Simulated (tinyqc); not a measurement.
## Width from the threshold shift

Inverse problem. Undoped body with a flat potential across it, hard walls, transport along x. One isotropic valley (g = 1, mx = my = mz = me). Non-parabolicity enters the subband edges through E (1 + al E) = gamma, so E = 2 gamma/(1 + sqrt(1 + 4 al gamma)); motion within a subband is taken as parabolic with the band-edge mass. Energies are counted from the bulk band edge. gamma = C pi^2 [a^2/(my (t + dl)^2) + b^2/(mz (H + dl)^2)], C = hbar^2/(2 m0). Each subband has N_k = g sqrt(2 mx m0 kB T/(pi hbar^2)); without degeneracy n = exp(EF/Vt) sum N_k exp(-E_k/Vt). Classical value Nc times t H, Nc = sum over valleys of 2 g (m m0 kB T/(2 pi hbar^2))^1.5 with m = (mx my mz)^(1/3). Threshold shift dVT = Vt ln(classical value/sum N_k exp(-E_k/Vt)). Find t and the lowest subband edge.

Values chosen for this exercise; masses close to those of InAs:
```
symbol   value  unit                                                meaning
T          300     K                                            temperature
me      0.0232    m0                                  mass at the band edge
al         2.9  1/eV                                       non-parabolicity
dl         0.2    nm  widening of the box by penetration into the insulator
H         49.2    nm                                       height (along z)
```

Constants: q = 1.602176634e-19 C, kB = 1.380649e-23 J/K, hbar = 1.054571817e-34 J s, m0 = 9.1093837015e-31 kg, Vt = kB T/q, hbar^2/(2 m0) = 0.0380998212 eV nm^2. Results are converted to the units shown.

dVT = 62.430182 mV

Answer. dVT is evaluated for trial values of t with all subbands; between 1.5 and 25 nm one value matches.

t = 12.30 nm
E_1 = 87.94 meV

Numbers from tinyqc (`OMP_NUM_THREADS=1 python tinyqc.py 2350090 2350091 out.jsonl`; about 0.08 s on one thread of a shared Intel Xeon 2.30GHz).
